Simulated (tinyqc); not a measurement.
Channel length: inversion-layer mobility, back-scattering and ballistic limit of a field-effect transistor. Computed by tinyqc, a small Python program. Command: `OMP_NUM_THREADS=1 python tinyqc.py 3010656 3010657 out.jsonl mos walk`. One thread of a shared host (Intel(R) Xeon(R) Processor @ 2.30GHz), about 0.01 s of CPU time with the checks.

The charge at the top of the source barrier is fixed by the gate; series resistance and short-channel effects are left out. F_j are Fermi integrals normalised to exp(eta) in the classical limit.

Inputs (values chosen for the exercise, modelled on a strained silicon n-channel): transport mass m = 0.19 m_0; valley degeneracy g_v = 2; weight w of the inversion charge = 0.5; permittivity eps = 11.7; phonon mobility at 1 MV/cm and 300 K, mu_ph = 580 cm^2/(V s); roughness mobility at 1 MV/cm, mu_sr = 2100 cm^2/(V s); Coulomb mobility at N_inv = 1e12/cm^2, mu_C = 1300 cm^2/(V s); electrical oxide thickness t_inv = 1.1 nm; depletion charge N_dep = 4.8e+11 1/cm^2; gate overdrive V_G - V_T = 0.14 V; drain voltage V_D = 0.5 V; exponent a of the critical length = 0.67; temperature T = 400 K.

Statistics at the top of the barrier: non-degenerate.

Constants: eps_0 = 8.8541878128e-12 F/m; e = 1.602176634e-19 C; m_0 = 9.1093837015e-31 kg; k_B = 1.380649e-23 J/K; hbar = 1.054571817e-34 J s; k_B = 8.617333262e-05 eV/K.

Method:
- N_inv = 3.9 eps_0 (V_G - V_T)/(e t_inv); effective field E_eff = e (N_dep + w N_inv)/(eps eps_0).
- mu_phonon = mu_ph (E_eff/1 MV/cm)^(-0.3) (T/300 K)^(-1.75); mu_rough = mu_sr (E_eff/1 MV/cm)^(-2); mu_Coulomb = mu_C (N_inv/1e12 cm^-2) (T/300 K); Matthiessen's rule adds 1/mu.
- Non-degenerate: every F_j(eta) is replaced by exp(eta).
- Ballistic channel: N_2D = g_v m k_B T/(pi hbar^2), U = e V_D/(k_B T); eta_F solves N_inv = (N_2D/2)[F_0(eta_F) + F_0(eta_F - U)]; v_T = sqrt(2 k_B T/(pi m)); I/W = e (N_2D/2) v_T [F_1/2(eta_F) - F_1/2(eta_F - U)]; injection velocity v_T F_1/2(eta_F)/F_0(eta_F).
- Mean free path lambda = (2 k_B T/e)(mu/v_T) F_0(eta_0)/F_-1/2(eta_0), with eta_0 from N_inv = N_2D F_0(eta_0); critical length l = L (1 + U)^(-a), an empirical rule; back-scattering r = l/(l + lambda). Then eta solves N_inv = (N_2D/2)[(1 + r) F_0(eta) + (1 - r) F_0(eta - U)] and I/W = e (N_2D/2) v_T (1 - r)[F_1/2(eta) - F_1/2(eta - U)].
- The last column is the long-channel law e N_inv mu V/L with V = V_D - V_D^2/(2 V_ov) below pinch-off and V_ov/2 above, V_ov = V_G - V_T.

inversion density N_inv = 2.74308e+12 1/cm^2

effective mobility mu = 452.589 cm^2/(V s)

ballistic current I/W = 626.381 microampere/micrometre

Currents (microampere/micrometre):
```
L (nm)        r     I/W  ballistic ratio  long-channel law
5       0.03512  583.88          0.93215            2784.7
10      0.06785  546.78          0.87291            1392.4
20      0.12709  485.12          0.77449             696.2
40      0.22551  395.85          0.63197             348.1
80      0.36803  289.36          0.46196             174.0
160     0.53804  188.14          0.30035              87.0
400     0.74436   91.80          0.14655              34.8
1000    0.87922   40.26          0.06427              13.9
```

What does the comparison show, and why?

The current scales as L^-0.90 at the long end and as L^-0.09 at the short end, where it reaches 93 % of the ballistic 626. The long-channel law passes the ballistic limit between 20.0 and 40.0 nm and has no meaning below. At 1000 nm the model gives 2.89 times the long-channel law; the rule for l is a fit for short devices and fails wherever the model exceeds that law. Raising mu by 10 % at 20 nm raises I by 2.1 %. Caution: eta_F is above -1, so the non-degenerate formulas understate the injection velocity and the current.

Extremes, crossings and ranges named in words are read from the listed rows.
